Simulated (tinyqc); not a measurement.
# Small-signal admittance of a forward-biased p+-n diode, step by step

Program tinyqc, `OMP_NUM_THREADS=1 python tinyqc.py 2890184 2890185 out.jsonl`; Intel Xeon 2.30GHz, shared host, one thread, about 0.01 s. Printed values are rounded.

Holes injected into a neutral base of width wb with an ohmic contact at its end; low injection, p0 far above the equilibrium density. A small voltage v exp(i w t), w = 2 pi f, modulates the edge density by p0 v/Vt, and the small-signal density obeys Dp d2p/dx2 = (1/tau + i w) p.

Inputs (values chosen for the exercise); permittivity close to that of gallium arsenide: temperature T = 300 K; relative permittivity eps_r = 12.9; donor density of the base Nd = 9.5e16 cm^-3; hole diffusion coefficient Dp = 4.9 cm^2/s; hole lifetime tau = 1e-6 s; width of the neutral base wb = 5.1 um; excess hole density at the junction edge p0 = 6.9e14 cm^-3; acceptor density of the p+ side Na = 9e19 cm^-3; signal frequency f = 2.2e7 Hz.

Constants: q = 1.602176634e-19 C, kB = 1.380649e-23 J/K, Vt = kB T/q, eps0 = 8.8541878128e-14 F/cm where lengths are in cm. Results are converted to the units shown.

## Closed-form admittance

L = sqrt(Dp tau); direct current J = (q Dp p0/L) coth(wb/L); k = sqrt(1 + i w tau)/L; diffusion admittance Y = (q Dp p0/Vt) k coth(k wb) = G + i w C_diff; junction capacitance C_j = sqrt(q eps0 eps_r Nd/(2 Vr)) in the depletion approximation, with the remaining barrier Vr = Vt ln(Na/p0), a rough value under forward bias; base-width modulation is left out.

L = 22.1359 um
J = 1.08088 A/cm^2
k wb = 1.92234+1.90848i
Y = 74.3308+77.8527i S/cm^2
C_diff = 0.563211 uF/cm^2
C_j = 0.168957 uF/cm^2

G is 1.78 times its low-frequency value J/Vt, and C_diff is 3.33 times C_j.

## The same by finite differences

9 equal intervals, h = wb/9; u = small-signal density over its edge value, u_0 = 1, u_9 = 0; u_(i-1) + b u_i + u_(i+1) = 0 with b = -2 - h^2 (1/tau + i w)/Dp; Y = (q Dp p0/(Vt h)) (-b/2 - u_1), which includes the half box at the edge.

b = -2.00066-0.09059i
u, node 1 to 8: 0.801464-0.167402i  0.618617-0.262312i  0.459937-0.301356i  0.328857-0.298933i  0.225072-0.266917i  0.145614-0.214687i  0.085698-0.149407i  0.039373-0.076462i
Y on the mesh = 73.5344+78.6486i S/cm^2

Against the closed form the real part is 1.1 % below it and the imaginary part 1.0 % above it; |k h| = 0.30.
